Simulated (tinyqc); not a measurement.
CMOS latch-up, two-transistor model: course of the iteration: response to the injected current, once round the loop per iteration.

A parasitic pnp (emitter at Vdd, base shunted by Rw) and npn (emitter at ground, base shunted by Rs) feed each other: the npn collector current flows out of the pnp base node, the pnp collector current into the npn base node. Forward-active transistors with constant gains: Icn = Isn exp(Vn/Vt), Icp = Isp (exp(Vp/Vt) - 1). A current Ii is injected into the npn base node.

Icn = Isn exp(Vn/Vt); Vp solves Vp/Rw + Icp/bp = Icn; Vn(new) solves Vn/Rs + (Isn/bn) exp(Vn/Vt) = Icp + Ii.

Stop when Vn changes by less than 1e-9 V, or after 150 iterations. Vn must stay below 1.1 V.

Parameters, values chosen for the exercise; values close to those of bulk CMOS: temperature T = 250 K; current gain of the npn bn = 13.8; current gain of the pnp bp = 2.7; saturation current of the npn at T Isn = 1.1e-19 A; saturation current of the pnp at T Isp = 8.3e-20 A; substrate resistance shunting the npn Rs = 70 ohm; well resistance shunting the pnp Rw = 710 ohm; current injected into the substrate Ii = 12.1 mA.

Constants: q = 1.602176634e-19 C, kB = 1.380649e-23 J/K, Vt = kB T/q. Results are converted to the units shown.

Vn at the start = 0.64 V

Course of the iteration:
```
iteration,Vn (V),|change| (V)
1,0.824103,0.184
2,0.893784,0.0697
3,0.971356,0.0776
4,1.04929,0.0779
5,1.12723,0.0779
```

Did this iteration meet its convergence test, and what does its course show?

No. Stopped after 5 iteration(s) without a result. Vn climbs without settling and passes 1.1 V: Ii = 12.1 mA exceeds the trigger current of 11.37 mA, so no off state exists and the structure latches. A rerun with Ii = 10 mA converges in 2 iterations.

Numbers from tinyqc (`OMP_NUM_THREADS=1 python tinyqc.py 2670008 2670009 out.jsonl`; about 0.05 s on one thread of a shared Intel Xeon 2.30GHz).
